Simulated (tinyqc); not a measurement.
One anharmonic mode: perturbation theory, self-consistent phonons and exact levels. Which input was changed? Computed by tinyqc, a small Python program. Command: `OMP_NUM_THREADS=1 python tinyqc.py 3029502 3029503 out.jsonl scp which`. One thread of a shared host (Intel(R) Xeon(R) Processor @ 2.30GHz), about 0.3 s of CPU time with the checks.

V(x) = k x^2/2 + b x^4 for one coordinate x of mass M. A constant K > 0 gives hbar Omega = sqrt((hbar^2/u) K/M) with K in eV/angstrom^2 and M in u.

Inputs (values chosen for the exercise, for a model mode):

| quantity | value | unit |
|---|---|---|
| mode mass M | 35 | u |
| harmonic constant k | -0.276 | eV/angstrom^2 |
| quartic constant b | 5.41 | eV/angstrom^4 |
| temperature T | 120 | K |
| mixing | 0.25 | - |

Shape: double well.

Constants: hbar^2/u = 4.18015928e-03 eV angstrom^2; k_B = 8.617333262e-05 eV/K.

Method:
- Self-consistent phonon, centred at x = 0: K = k + 12 b <x^2>, <x^2> = (hbar Omega/(2K)) coth(hbar Omega/(2 k_B T)).
- Start at K = |k|; K(new) = K + mixing x (K_out - K), but at least K/20; stop when |K_out - K| < 1e-9 |k| or after 90 steps.
- Its free energy is F = k_B T ln[2 sinh(hbar Omega/(2 k_B T))] + (k - K)<x^2>/2 + 3 b <x^2>^2, an upper bound to the exact one.
- Basis: oscillator states n of the constant |k|, with x = s (a + a+), s^2 = hbar Omega/(2|k|); H = hbar Omega (n + 1/2) + (k - |k|) x^2/2 + b x^4, with exact matrix elements of x^2 and x^4.
- Exact values use 120 basis states: F = -k_B T ln sum exp(-E_n/(k_B T)), and <x^2> is the Boltzmann mean.

Question. One of these inputs alone was changed, within the range given: mode mass M (17.5 to 70); harmonic constant k (-0.552 to -0.138); quartic constant b (2.705 to 10.82); temperature T (60 to 240). Which one, and to what value?

Results:

| run | E_1 - E_0 (meV) | self-consistent <x^2> (angstrom^2) | exact <x^2> (angstrom^2) |
|---|---|---|---|
| before | 5.608937 | 0.01532894 | 0.01881042 |
| after | 6.084158 | 0.01537427 | 0.01880827 |

Answer.

Each candidate set to reproduce E_1 - E_0, and what it then gives:

| candidate | range searched | value needed | self-consistent <x^2> (angstrom^2) | exact <x^2> (angstrom^2) |
|---|---|---|---|---|
| mode mass M (u) | 17.5 to 70 | 31.50 | 0.015374 | 0.018808 |
| harmonic constant k (eV/angstrom^2) | -0.552 to -0.138 | -0.2029 | 0.014705 | 0.017672 |
| quartic constant b (eV/angstrom^4) | 2.705 to 10.82 | 6.299 | 0.014074 | 0.017131 |
| temperature T (K) | 60 to 240 | no effect | - | - |

Only mode mass M fits every result: it went from 35 to 31.5 u. The next best candidate, harmonic constant k, misses one result by 6.0 %.
